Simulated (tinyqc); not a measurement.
# From one set of inputs to another, one input at a time

Model: microkinetic model of a Langmuir-Hinshelwood surface reaction A + (1/2) B2 = AB with Bronsted-Evans-Polanyi barriers. Computed by tinyqc, a small Python program. Command: `OMP_NUM_THREADS=1 python tinyqc.py 3009090 3009091 out.jsonl microkin ladder`. One thread of a shared host (Intel(R) Xeon(R) Processor @ 2.30GHz), about 0.01 s of CPU time with the checks.

A adsorbs in equilibrium; B2 dissociates irreversibly on two free sites; adsorbed A and B react irreversibly and AB leaves at once. theta_A + theta_B + theta_* = 1.

The inputs printed are set A. Inputs not listed in the table keep their values of set A, so the rows need not describe a real material.

Inputs (values chosen for the exercise, for a model catalyst):

| quantity | value | unit |
|---|---|---|
| adsorption energy of A, E_A | -1.51 | eV |
| adsorption energy per B atom, E_B | -0.905 | eV |
| entropy loss of A, S_A | 1.2 | meV/K |
| entropy loss of B2, S_B | 2 | meV/K |
| slope a1 of the dissociation barrier | 0.41 | - |
| intercept b1 | 1.4 | eV |
| slope a2 of the reaction barrier | 0.25 | - |
| intercept b2 | 0.32 | eV |
| pressure p_A | 0.0035 | bar |
| pressure p_B | 0.04 | bar |
| temperature T | 800 | K |

Constants: k_B = 8.617333262e-05 eV/K; hbar = 6.582119569e-16 eV s.

Method. K_A = exp(-(E_A + T S_A)/(k_B T)) per bar; barriers E1 = max(b1 + a1 2 E_B, 0), E2 = b2 - a2 (E_A + E_B); k1 = (k_B T/h) exp(-S_B/k_B) exp(-E1/(k_B T)) per bar, k2 = (k_B T/h) exp(-E2/(k_B T)), h = 2 pi hbar. theta_A = K_A p_A theta_*; 2 k1 p_B theta_*^2 = k2 theta_A theta_B, so theta_B = w theta_* with w = 2 k1 p_B/(k2 K_A p_A); theta_* = 1/(1 + K_A p_A + w); rate r = k2 theta_A theta_B.

Each row keeps all changes above it:

| input moved | from | to | rate r (1/s per site) | theta_A | theta_B |
|---|---|---|---|---|---|
| set A | - | - | 6.3365e-05 | 0.91077 | 2.7536e-12 |
| intercept b2 (eV) | 0.32 | 0.17 | 6.3365e-05 | 0.91077 | 3.1256e-13 |
| adsorption energy of A, E_A (eV) | -1.51 | -1.26 | 4.9220e-03 | 0.21361 | 4.1810e-11 |
| pressure p_A (bar) | 0.0035 | 0.0029 | 5.3033e-03 | 0.18372 | 5.2378e-11 |
| pressure p_B (bar) | 0.04 | 0.62 | 8.2200e-02 | 0.18372 | 8.1186e-10 |
| temperature T (K) | 800 | 775 | 4.4446e-02 | 0.28869 | 4.0224e-10 |
| entropy loss of A, S_A (meV/K) | 1.2 | 1.6 | 8.7160e-02 | 0.00390 | 5.8431e-08 |
| adsorption energy per B atom, E_B (eV) | -0.905 | -0.846 | 4.2238e-02 | 0.00390 | 2.2705e-08 |

Where does the difference come from?

Rate r goes from 6.34e-5 to 0.0422, a factor 667 in all. The largest single move comes from adsorption energy of A, E_A (a factor 77.7), and adsorption energy per B atom, E_B works against it (a factor 0.485). theta_A goes from 0.911 to 0.00390, a factor 0.00428 in all. The largest single move comes from entropy loss of A, S_A (a factor 0.0135), and temperature T works against it (a factor 1.57). theta_B goes from 2.75e-12 to 2.27e-8, a factor 8250 in all. The largest single move comes from entropy loss of A, S_A (a factor 145), and intercept b2 works against it (a factor 0.114). The single moves hold for this order of the switches; the total does not depend on the order.

Extremes, crossings and ranges named in words are read from the listed rows.
